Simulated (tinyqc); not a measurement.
# Band bending at a free surface with one surface level, surface photovoltage and Kelvin probe: two studies

n-type bulk, xi = Ec - EF = Vt ln(Nc/Nd), p0 = ni^2/Nd, ni = sqrt(Nc Nv) exp(-Eg/(2 Vt)), Eg in volts. b is the upward band bending, u = b/Vt. Space charge per area, in units of q: Qc = sign(b) sqrt((2 eps0 eps_r Vt/q) [(Nd + dn)(exp(-u) - 1) + Nd u + (p0 + dn)(exp(u) - 1)]), with dn the excess density under light (flat quasi-Fermi levels; 0 in the dark). The level holds -Ns f, f = 1/(1 + exp((xi + b - Es)/Vt)). Neutrality: Qc + Qf + (charge of the states) = 0.

Parameters, values chosen for the exercise; band and dielectric values close to those of 4H silicon carbide:
```
symbol    value   unit                                    meaning
T           350      K                                temperature
Eg          3.3     eV                                   band gap
eps_r      9.87                             relative permittivity
Nc       2.1e19  cm^-3     conduction-band density of states at T
Nv      3.18e19  cm^-3        valence-band density of states at T
chi        3.66     eV                          electron affinity
Nd       6.4e17  cm^-3                              donor density
Qf            0  cm^-2       fixed positive charge at the surface
pt         4.31     eV             work function of the probe tip
Ns       4.9e12  cm^-2  density of an acceptor-like surface level
Es         0.29     eV        its depth below the conduction edge
```

Constants: q = 1.602176634e-19 C, kB = 1.380649e-23 J/K, Vt = kB T/q, eps0 = 8.8541878128e-14 F/cm where lengths are in cm. Results are converted to the units shown.

Each table varies one quantity; the others keep the values above.

## Kelvin-probe contrast of the doping

Work function chi + xi + b; contact potential difference CPD = (work function of the sample) - pt. b solves the neutrality condition in the dark.

Kelvin-probe contrast of the doping:
```
Nd (cm^-3),xi (eV),b (V),CPD (mV)
1e14,0.3696,0.1092,-171.2
4.1e14,0.3271,0.1274,-195.5
1.6e15,0.2860,0.1453,-218.7
6.3e15,0.2447,0.1634,-241.9
2.5e16,0.2031,0.1816,-265.3
9.6e16,0.1625,0.1989,-288.6
3.8e17,0.1210,0.2150,-314.0
1.5e18,0.07960,0.2269,-343.5
```

What does the table show?

xi falls by 290 mV over the table and the CPD by 172 mV; b rises from 0.109 to 0.227 V. Between the first two rows the CPD follows 57.3 % of the change of xi, and between the last two 71.2 %. It is below 100 % where b rises with the doping (pinning hides it).

## Pinning by the surface states

Same model as above.

Pinning by the surface states:
```
Ns (cm^-2),b (V),xi + b (eV),Qc (cm^-2)
2.4e10,0.002253,0.1075,2.394e10
6.7e10,0.006432,0.1117,6.682e10
1.8e11,0.01835,0.1236,1.793e11
5.1e11,0.06234,0.1676,5.013e11
1.4e12,0.1614,0.2667,9.578e11
3.9e12,0.2119,0.3172,1.126e12
1.1e13,0.2472,0.3525,1.231e12
2.9e13,0.2767,0.3820,1.312e12
8.1e13,0.3068,0.4121,1.390e12
```

What does the comparison show?

b rises from 0.00225 to 0.307 V. The level is over 95 % full (Qc near Ns - Qf) in the 4 rows with xi + b more than 3 Vt short of Es = 0.29 eV. Beyond that it empties, and between the last two rows b gains only 67.5 mV a decade.

Computed by the program tinyqc: `OMP_NUM_THREADS=1 python tinyqc.py 2430068 2430069 out.jsonl`, one thread of a shared Intel Xeon 2.30GHz, about 0.01 s for the whole run.
